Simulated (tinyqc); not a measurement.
Energy and lattice constant: complex band structure along [001] in sp3s* tight binding.

For k = (0, 0, kz) the phase sums are g0 = cos(phi) and g3 = i sin(phi), phi = kz a/4, and the s, pz, s* orbitals of anion (a) and cation (c) decouple from px, py. With z = exp(i phi), H(z) = H0 + z T + T^T/z for any complex z. H0 is diagonal (Esa, Epa, Exa, Esc, Epc, Exc). The anion-cation block is B(z) = z U + W/z and the cation-anion block z W^T + U^T/z, where U has Vss/2 (s,s), Vsapc/2 (s,z), -Vscpa/2 (z,s), Vxx/2 (z,z), Vxapc/2 (s*,z), -Vpaxc/2 (z,s*), and W has the same values with the s-z and s*-z signs reversed. |z| = 1 is a band state, |z| < 1 decays along [001] as exp(-kappa d) over a distance d, kappa = -(4/a) ln|z|. No spin-orbit coupling.

Parameters, chosen for this exercise (out of a larger set: near a published set for GaP, fitted to gaps, whose masses and valley positions are rough (light masses up to twice too heavy); not measured data):
- p = (-8.049, 1.131, -2.18, 4.118, 8.458, 7.17, -7.437, 2.165, 5.097, 4.31, 6.338, 4.679, 5.128) eV (order Esa, Epa, Esc, Epc, Exa, Exc, Vss, Vxx, Vxy, Vsapc, Vscpa, Vxapc, Vpaxc)
- a = 5.446 angstrom (lattice constant)
- dE = 1.37 eV (E - Ev)

The slowest root of the s-pz block and the heavy-hole branch, sinh^2(kappa a/4) = ((E - Epa)(E - Epc) - Vxx^2)/(Vxx^2 - Vxy^2), at E = Ev + dE with Ev the lower root of [[Epa, Vxx], [Vxx, Epc]]; the couplings are kept when a changes.

Results for these values:

| case | slowest kappa (1/angstrom) | heavy-hole kappa (1/angstrom) |
|---|---|---|
| base | 0.1800 | 0.3536 |

What happens to each result for dE = 1.4 eV, all else kept?

Answer: slowest kappa rises from 0.1800 to 0.1805; heavy-hole kappa rises from 0.3536 to 0.3559.

The same for each parameter in turn:

| case | slowest kappa (1/angstrom) | heavy-hole kappa (1/angstrom) |
|---|---|---|
| base | 0.1800 | 0.3536 |
| dE = 1.4 eV | 0.1805 | 0.3559 |
| a = 5.609 angstrom | 0.1747 | 0.3434 |

With the couplings fixed, kappa a stays, so kappa scales as 1/a.

Program tinyqc; command `OMP_NUM_THREADS=1 python tinyqc.py 1480707 1480708 out.jsonl`; about 0.01 s on one thread of a shared Intel(R) Xeon(R) Processor @ 2.30GHz.
